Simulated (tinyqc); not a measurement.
Four-point probe, van der Pauw, Hall and spreading-resistance readings of a semiconductor layer: one step, computed by the program tinyqc. Command: `OMP_NUM_THREADS=1 python tinyqc.py 3111920 3111921 out.jsonl probe walk`. One thread of a shared host (Intel(R) Xeon(R) Processor @ 2.30GHz), about 0.01 s of CPU time with the checks.

The layer is uniform and ohmic; contacts are points unless a radius is given.

Task: Finite wafer. For a thin circular wafer probed at its centre, R_s = C V/I with C = pi/(ln 2 + ln[((D/s)^2 + 3)/((D/s)^2 - 3)]).

Inputs (values chosen for the exercise, modelled on p-type silicon): wafer diameter over spacing D/s = 8.3.

Backing of the layer: insulating.

Give: factor C; error if pi/ln 2 is used.

Result:

factor C = 4.026

error if pi/ln 2 is used = 12.57 %
